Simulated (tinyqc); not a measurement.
Electron mobility in a silicon inversion layer, empirical terms and Matthiessen rule: one step of the calculation.

Inversion layer of sheet density Ns on a uniformly doped body. The mobility terms are empirical power laws with prefactors chosen for the exercise; adding their inverses (Matthiessen) is itself an approximation.

Task. Split C-V extraction. Q(Vg) is the trapezoid sum of Cgc from the first point (where Q is taken as 0); mu_eff = I/((W/L) Q Vd); mu_FE = (dI/dVg)/((W/L) Cox Vd) with a backward difference. Listed from point 4 on.

Parameters, values chosen for the exercise; material values close to those of silicon: gate capacitance Cox = 1.25 uF/cm^2; ratio W/L WL = 10; drain voltage Vd = 0.02 V.

```
point  Vg (V)  Cgc (uF/cm^2)        I (uA)
0         0.1   4.5628581e-4  6.9675619e-7
1        0.15   0.0019737221  1.3040632e-5
2         0.2   0.0085032435  2.4233456e-4
3        0.25    0.036010626  0.0043689163
4         0.3     0.14230284   0.069814043
5        0.35     0.44685278    0.75847141
6         0.4     0.88338874     3.9328806
7        0.45      1.1406935     10.069919
8         0.5      1.2229414     17.285829
9        0.55      1.2436464     24.405332
10        0.6      1.2485272     31.102606
11       0.65      1.2496596     37.329975
12        0.7      1.2499214     43.107497
```

Give: Q; mu_eff; mu_FE.

Result.

```
point  Q (uC/cm^2)  mu_eff (cm^2/(V s))  mu_FE (cm^2/(V s))
4        0.0058934               59.231              5.2356
5         0.020622               183.90              55.093
6         0.053878               364.98              253.95
7          0.10448               481.90              490.96
8          0.16357               528.39              577.27
9          0.22524               541.77              569.56
10         0.28754               540.84              535.78
11         0.34999               533.29              498.19
12         0.41248               522.53              462.20
```

At the last point mu_FE is 12 % below mu_eff: where the mobility falls with gate voltage the slope of I understates it.

tinyqc, about 0.01 s, one thread, Intel Xeon 2.30GHz (shared host): `OMP_NUM_THREADS=1 python tinyqc.py 2510151 2510152 out.jsonl`
